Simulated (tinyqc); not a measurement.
Floating body of a partially depleted SOI transistor: body voltage and kink: two steps of the calculation.

Source at 0 V. Channel current Ic = 2 nf K Vt^2 [F(0) - F(Vd)](1 + la Vd), F(V) = ln^2(1 + exp((Vg - VT - nf V)/(2 nf Vt))), VT = VT0 - gb Vb. Saturation voltage Vs = 2 Vt sqrt(F(0)) + 3 Vt, excess Ve = (Vd - Vs + sqrt((Vd - Vs)^2 + 0.0004 V^2))/2, multiplication M1 = Ai Ve exp(-Bl/Ve). Each junction passes D(v) = J1 (exp(v/Vt) - 1) + J2 (exp(v/(2 Vt)) - 1). Bipolar current Ib = bb J1 (exp(Vb/Vt) - 1). The body settles where M1 (Ic + Ib) = D(Vb) + D(Vb - Vd) + Vb/Rb; drain current Id = (1 + M1)(Ic + Ib) - D(Vb - Vd).

Inputs (values chosen for the exercise); values of the order met in partially depleted silicon-on-insulator transistors: temperature T = 358 K; threshold at zero body voltage VT0 = 0.43 V; fall of the threshold per volt of body voltage gb = 0.21; slope factor nf = 1.24; gain factor per width K = 240 uA/(V^2 um); channel-length modulation factor la = 0.05 1/V; impact-ionisation prefactor Ai = 3.07 1/V; impact-ionisation voltage Bl = 6.3 V; diffusion saturation current of each junction J1 = 2.5e-11 uA/um; recombination saturation current of each junction J2 = 1.3e-7 uA/um; gain of the lateral bipolar transistor on the diffusion current bb = 0.5; resistance of a weak body tie to the source (1e9 stands for no tie, and the term is then dropped) Rb = 1e9 kohm um; gate voltage Vg = 0.63 V; drain voltage Vd = 2.2 V.

Constants: q = 1.602176634e-19 C, kB = 1.380649e-23 J/K, Vt = kB T/q. Results are converted to the units shown.

Question 1. New Vb. Current into the body I_in = M1 (Ic + Ib) - D(Vb - Vd), current out I_out = D(Vb) + Vb/Rb; f = ln(I_in/I_out), s = df/dVb by central differences over 1e-5 V, Vb(new) = Vb - f/s.

Vb at the start = 0.88 V

Wanted: Ic; Ve; M1; I_in; I_out; f; s; Vb after iteration 1.

Answer 1.

Ic = 15.95 uA/um
Ve = 1.797 V
M1 = 0.1655
I_in = 7.699 uA/um
I_out = 61.33 uA/um
f = -2.075
s = -11.11 1/V
Vb after iteration 1 = 0.6932 V

Question 2. Drain current with floating and with grounded body. Id and VT at the converged Vb, Id at Vb = 0, their ratio, and the bipolar share Ib/(Ic + Ib).

converged Vb = 0.78323860 V

Give: VT; Id, floating; Id, grounded; ratio; bipolar share.

Answer 2.

VT = 0.26552 V
Id, floating = 18.346 uA/um
Id, grounded = 5.5859 uA/um
ratio = 3.2844
bipolar share = 8.4830 %

The body rises to 0.783 V and lowers the threshold by 164 mV.

Range of the model: The multiplication law is an empirical form chosen for the exercise; self-heating and capacitive coupling to the body are left out, and the linear laws are rough once Vb passes about 0.7 V or M1 about 0.1.

tinyqc, about 0.2 s, one thread, Intel Xeon 2.30GHz (shared host): `OMP_NUM_THREADS=1 python tinyqc.py 2182019 2182020 out.jsonl`
